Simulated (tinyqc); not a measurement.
Worked calculation: MP2 on RHF in the sto-3g basis, frozen core, for B+, spin multiplicity 1. Computed by tinyqc, a small Python program that keeps every step (integrals from PySCF). Settings: charge = 1, multiplicity = 1, basis = sto-3g, method = RHF, frozen orbitals = 1, energy threshold = 1e-10, iteration cap = 89, orthogonalisation = symmetric, start = atomic densities, DIIS depth = 6. Command: `OMP_NUM_THREADS=1 python tinyqc.py 24383 24384 out.jsonl` (the two numbers bound the seeds that draw the settings). One thread of a shared host (Intel(R) Xeon(R) Processor @ 2.60GHz), about 0.06 s of CPU time with the checks. The early iterations of the SCF are left out here.

## One-electron integrals

Geometry (angstrom):
```
atom       x       y       z
B     0.0000  0.0000  0.0000
```

Basis sto-3g: exponents (1/bohr^2) and contraction coefficients of normalised primitives:
```
element  l (shell)  exponent  coefficient
B            s (1)   48.7911       0.1543
B            s (1)    8.8874       0.5353
B            s (1)    2.4053       0.4446
B            s (2)    2.2370      -0.1000
B            s (2)    0.5198       0.3995
B            s (2)    0.1691       0.7001
B            p (3)    2.2370       0.1559
B            p (3)    0.5198       0.6077
B            p (3)    0.1691       0.3920
```

Overlap, kinetic and nuclear-attraction integrals over the contracted functions; the nuclear repulsion is the sum of Za Zb / Rab.

nuclear repulsion = 0 hartree

overlap S:
```
         1B 1s   1B 2s  1B 2px  1B 2py  1B 2pz
1B 1s   1.0000  0.2693  0.0000  0.0000  0.0000
1B 2s   0.2693  1.0000  0.0000  0.0000  0.0000
1B 2px  0.0000  0.0000  1.0000  0.0000  0.0000
1B 2py  0.0000  0.0000  0.0000  1.0000  0.0000
1B 2pz  0.0000  0.0000  0.0000  0.0000  1.0000
```

kinetic energy T (hartree):
```
          1B 1s    1B 2s  1B 2px  1B 2py  1B 2pz
1B 1s   10.8263  -0.0480  0.0000  0.0000  0.0000
1B 2s   -0.0480   0.3592  0.0000  0.0000  0.0000
1B 2px   0.0000   0.0000  1.1239  0.0000  0.0000
1B 2py   0.0000   0.0000  0.0000  1.1239  0.0000
1B 2pz   0.0000   0.0000  0.0000  0.0000  1.1239
```

nuclear attraction V (hartree):
```
           1B 1s    1B 2s   1B 2px   1B 2py   1B 2pz
1B 1s   -23.1474  -3.1394   0.0000   0.0000   0.0000
1B 2s    -3.1394  -3.7716   0.0000   0.0000   0.0000
1B 2px    0.0000   0.0000  -3.7414   0.0000   0.0000
1B 2py    0.0000   0.0000   0.0000  -3.7414   0.0000
1B 2pz    0.0000   0.0000   0.0000   0.0000  -3.7414
```

core Hamiltonian H = T + V (hartree):
```
           1B 1s    1B 2s   1B 2px   1B 2py   1B 2pz
1B 1s   -12.3211  -3.1873   0.0000   0.0000   0.0000
1B 2s    -3.1873  -3.4125   0.0000   0.0000   0.0000
1B 2px    0.0000   0.0000  -2.6176   0.0000   0.0000
1B 2py    0.0000   0.0000   0.0000  -2.6176   0.0000
1B 2pz    0.0000   0.0000   0.0000   0.0000  -2.6176
```

## Two-electron integrals

Functions are numbered as in S; the eight-fold symmetry (ij|kl) = (ji|kl) = (kl|ij) leaves the list below.

Two-electron integrals (ij|kl) in chemists' order, unique and non-zero (hartree):
```
(11|11) 2.9235   (21|11) 0.5184   (21|21) 0.1093   (22|11) 0.7442
(22|21) 0.1932   (22|22) 0.5448   (31|31) 0.0203   (32|31) 0.0300
(32|32) 0.1203   (33|11) 0.7425   (33|21) 0.1932   (33|22) 0.5447
(33|33) 0.5868   (41|41) 0.0203   (42|41) 0.0300   (42|42) 0.1203
(43|43) 0.0316   (44|11) 0.7425   (44|21) 0.1932   (44|22) 0.5447
(44|33) 0.5235   (44|44) 0.5868   (51|51) 0.0203   (52|51) 0.0300
(52|52) 0.1203   (53|53) 0.0316   (54|54) 0.0316   (55|11) 0.7425
(55|21) 0.1932   (55|22) 0.5447   (55|33) 0.5235   (55|44) 0.5235
(55|55) 0.5868
```

## Orthogonalisation

S = U s U^T; symmetric (Loewdin) form X = U s^(-1/2) U^T, so that X^T S X = 1.

eigenvalues of S: 0.7307  1.0000  1.0000  1.0000  1.2693

X:
```
          1B 1s    1B 2s  1B 2px  1B 2py  1B 2pz
1B 1s    1.0287  -0.1411  0.0000  0.0000  0.0000
1B 2s   -0.1411   1.0287  0.0000  0.0000  0.0000
1B 2px   0.0000   0.0000  1.0000  0.0000  0.0000
1B 2py   0.0000   0.0000  0.0000  1.0000  0.0000
1B 2pz   0.0000   0.0000  0.0000  0.0000  1.0000
```

## Iteration 3 (converged): orbitals

converged F (hartree):
```
          1B 1s    1B 2s   1B 2px   1B 2py   1B 2pz
1B 1s   -7.9829  -2.2992   0.0000   0.0000   0.0000
1B 2s   -2.2992  -1.4502   0.0000   0.0000   0.0000
1B 2px   0.0000   0.0000  -0.2005   0.0000   0.0000
1B 2py   0.0000   0.0000   0.0000  -0.2005   0.0000
1B 2pz   0.0000   0.0000   0.0000   0.0000  -0.2005
```

Diagonalise F' = X^T F X, C = X C', fill 2 alpha and 2 beta electrons from the bottom; D = 2 C_occ C_occ^T. Each column has its largest component positive (the first on a tie).

F' = X^T F X (hartree):
```
         1        2        3        4        5
1  -7.8095  -1.1094   0.0000   0.0000   0.0000
2  -1.1094  -1.0261   0.0000   0.0000   0.0000
3   0.0000   0.0000  -0.2005   0.0000   0.0000
4   0.0000   0.0000   0.0000  -0.2005   0.0000
5   0.0000   0.0000   0.0000   0.0000  -0.2005
```

orbital energies (hartree): MO1 -7.9863, MO2 -0.8493, MO3 -0.2005, MO4 -0.2005, MO5 -0.2005

coefficients C:
```
           MO1      MO2     MO3     MO4     MO5
1B 1s   0.9937  -0.3013  0.0000  0.0000  0.0000
1B 2s   0.0225   1.0381  0.0000  0.0000  0.0000
1B 2px  0.0000   0.0000  1.0000  0.0000  0.0000
1B 2py  0.0000   0.0000  0.0000  1.0000  0.0000
1B 2pz  0.0000   0.0000  0.0000  0.0000  1.0000
```

D after iteration 3:
```
          1B 1s    1B 2s  1B 2px  1B 2py  1B 2pz
1B 1s    2.1564  -0.5808  0.0000  0.0000  0.0000
1B 2s   -0.5808   2.1564  0.0000  0.0000  0.0000
1B 2px   0.0000   0.0000  0.0000  0.0000  0.0000
1B 2py   0.0000   0.0000  0.0000  0.0000  0.0000
1B 2pz   0.0000   0.0000  0.0000  0.0000  0.0000
```

Within a degenerate level the vectors are fixed only up to a rotation; this is one choice.

## Convergence

Stop when the energy changes by less than 1e-10 hartree and every element of the error matrix X^T (F D S - S D F) X is below 3e-06.

Course of the cycle:
```
iteration  E (hartree)     change  largest element of the error matrix
1           -20.770447          -                             1.37e-02
2           -23.948470  -3.18e+00                               0.0000
3           -23.948470   1.07e-14                               0.0000
```

PySCF RHF in the same basis = -23.948470 hartree

Converged in 3 iterations.

## Integrals over molecular orbitals

(pq|rs) = sum C_ip C_jq C_kr C_ls (ij|kl), one index at a time.

one-electron integrals over orbitals h = C^T H C (hartree):
```
          1        2        3        4        5
1  -12.3107   0.3428   0.0000   0.0000   0.0000
2    0.3428  -2.8022   0.0000   0.0000   0.0000
3    0.0000   0.0000  -2.6176   0.0000   0.0000
4    0.0000   0.0000   0.0000  -2.6176   0.0000
5    0.0000   0.0000   0.0000   0.0000  -2.6176
```

Two-electron integrals over orbitals (pq|rs), unique and non-zero (hartree); the lowest 1 orbital is frozen and left out:
```
(22|22) 0.5259   (32|32) 0.1128   (33|22) 0.5335   (33|33) 0.5868
(42|42) 0.1128   (43|43) 0.0316   (44|22) 0.5335   (44|33) 0.5235
(44|44) 0.5868   (52|52) 0.1128   (53|53) 0.0316   (54|54) 0.0316
(55|22) 0.5335   (55|33) 0.5235   (55|44) 0.5235   (55|55) 0.5868
```

## Second-order Moller-Plesset energy

Hartree-Fock energy = -23.948470 hartree

E2 = sum_ijab (ia|jb) [2 (ia|jb) - (ib|ja)] / (e_i + e_j - e_a - e_b) over occupied i, j and virtual a, b; the opposite-spin part is (ia|jb)^2 / denominator, the rest is same-spin, and SCS-MP2 scales them by 6/5 and 1/3.

Terms:
```
i  j  a  b  (ia|jb)  (ib|ja)  denominator     term
2  2  3  3   0.1128   0.1128      -1.2975  -0.0098
2  2  4  4   0.1128   0.1128      -1.2975  -0.0098
2  2  5  5   0.1128   0.1128      -1.2975  -0.0098
```

Pair energies (hartree; pair i-j sums ij and ji):
```
pair  opposite spin  same spin
2-2         -0.0294     0.0000
```

MP2 correlation energy = -0.029405 hartree

SCS-MP2 correlation energy = -0.035286 hartree

MP2 total energy = -23.977875 hartree
